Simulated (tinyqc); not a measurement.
Van der Pauw, Hall and four-point-probe measurements on a doped layer: correction factor against the shape of the sample.

A uniform p-type layer with sheet resistance Rs = 1/(q ns mu), point contacts, low field (mu B small).

Rs = 1/(q ns mu). For a rectangle with contacts at the corners, RA = (8 Rs/pi) sum_(k>=0) ln coth((2k + 1) pi a/(2 b)) with current along a short side b and voltage along the opposite one, RB the same with a and b exchanged. ar = a/b. F = Rs/[(pi/ln 2)(RA + RB)/2]; small-asymmetry estimate 1 - (ln 2/2) d^2 - ((ln 2)^2/4 - (ln 2)^3/12) d^4 with d = (RB - RA)/(RB + RA).

Parameters, values chosen for the exercise: sheet density of the layer ns = 1.6e15 cm^-2; drift mobility mu = 50 cm^2/(V s).

Constants: q = 1.602176634e-19 C. Results are converted to the units shown.

Result of one run:

| RA (ohm) | RB (ohm) | RB/RA | F | estimate of F |
|---|---|---|---|---|
| 4.048 | 47.05 | 11.62 | 0.6738 | 0.7082 |

Which side ratio a/b of a rectangular sample with corner contacts ar gave this result: 1, 1.23, 1.46 or 1.91?

ar = 1.46.

The whole series:

| ar | RA (ohm) | RB (ohm) | RB/RA | F | estimate of F |
|---|---|---|---|---|---|
| 1 | 17.21 | 17.21 | 1.000 | 1.000 | 1.000 |
| 1.23 | 8.341 | 31.15 | 3.734 | 0.8718 | 0.8741 |
| 1.46 | 4.048 | 47.05 | 11.62 | 0.6738 | 0.7082 |
| 1.69 | 1.965 | 63.97 | 32.55 | 0.5221 | 0.6213 |
| 1.91 | 0.9845 | 80.65 | 81.92 | 0.4217 | 0.5862 |
| 2.14 | 0.4780 | 98.34 | 205.8 | 0.3484 | 0.5713 |
| 2.37 | 0.2321 | 116.2 | 500.6 | 0.2958 | 0.5653 |
| 2.6 | 0.1127 | 134.1 | 1190 | 0.2566 | 0.5628 |

RB/RA rises from 1.00 to 1190 and F falls from 1.00 to 0.257. The estimate is 5.1 % above F at a/b = 1.46 and 2.19 times it in the last row. RA shrinks about as exp(-pi a/b): by a factor of 2.06 between the last two rows, against 2.06.

Numbers from tinyqc (`OMP_NUM_THREADS=1 python tinyqc.py 2850219 2850220 out.jsonl`; about 0.01 s on one thread of a shared Intel Xeon 2.30GHz).
